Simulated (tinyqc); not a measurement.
Mobility of a non-polar semiconductor in the relaxation-time approximation: one step, computed by the program tinyqc.

Each valley is treated as a sphere of mass m_d for states and rates, with one isotropic relaxation time; the conductivity mass m_c sets the current.

Task: Rates at a few energies. Parabolic band: E = hbar^2 k^2/(2 m), speed v = hbar k/m, states per spin, volume and energy g(E) = m k/(2 pi^2 hbar^2). Here m = m_d. Masses are multiplied by m_0 and all formulas are in SI units. Phonon occupation N_q = 1/(exp(hbar w/(k_B T)) - 1). Acoustic deformation potential (elastic, equipartition, absorption and emission together): 1/tau = 2 pi k_B T D_A^2 g(E)/(hbar rho v_l^2). Optical or intervalley deformation potential: 1/tau = (pi Z_f D_o^2/(rho w)) [N_q g(E + hbar w) + (N_q + 1) g(E - hbar w)], with g = 0 below the band edge. Each optical term is multiplied by (1 - f(E'))/(1 - f(E)), E' the final energy, for Pauli blocking. Singly charged impurities, momentum relaxation: 1/tau = N_I e^4 m (1 + 2 alpha E) Phi/(8 pi (eps_s eps_0)^2 hbar^3 k^3), with alpha = 0 for a parabolic band. Conwell-Weisskopf: Phi = ln(1 + y^2), y = 4 pi eps_s eps_0 E N_I^(-1/3)/e^2 (largest impact parameter N_I^(-1/3)/2).

Inputs (values chosen for the exercise, for a model non-polar semiconductor):

| quantity | value | unit |
|---|---|---|
| static permittivity eps_s | 13.7 | - |
| density rho | 5420 | kg/m^3 |
| sound velocity v_l | 9100 | m/s |
| acoustic deformation potential D_A | 8.8 | eV |
| phonon energy hbar w | 69.2 | meV |
| optical or intervalley deformation potential D_o | 9.2 | 1e8 eV/cm |
| final valleys Z_f | 1 | - |
| temperature T | 250 | K |

Band: parabolic. Impurity formula: Conwell-Weisskopf. Further scattering: none.

reduced Fermi level eta = 4.274754

density-of-states mass m_d = 0.23 m_0

ionised impurity density N_I = 1.50e+19 1/cm^3

Constants: k_B = 8.617333262e-05 eV/K; k_B = 1.380649e-23 J/K; e = 1.602176634e-19 C; hbar = 1.054571817e-34 J s; m_0 = 9.1093837015e-31 kg; hbar = 6.582119569e-16 eV s; eps_0 = 8.8541878128e-12 F/m.

Give: Rates (1e12/s) at E = (max(eta, 0) + 0.5, 1, 2, 4) k_B T.

Result:

Rates (1e12/s) at E = (max(eta, 0) + 0.5, 1, 2, 4) k_B T:

| E (meV) | acoustic | optical | ionised impurity |
|---|---|---|---|
| 102.9 | 0.6850 | 0.1304 | 27.50 |
| 113.6 | 0.7200 | 0.1512 | 25.27 |
| 135.2 | 0.7853 | 0.2559 | 21.63 |
| 178.3 | 0.9018 | 0.7362 | 16.58 |
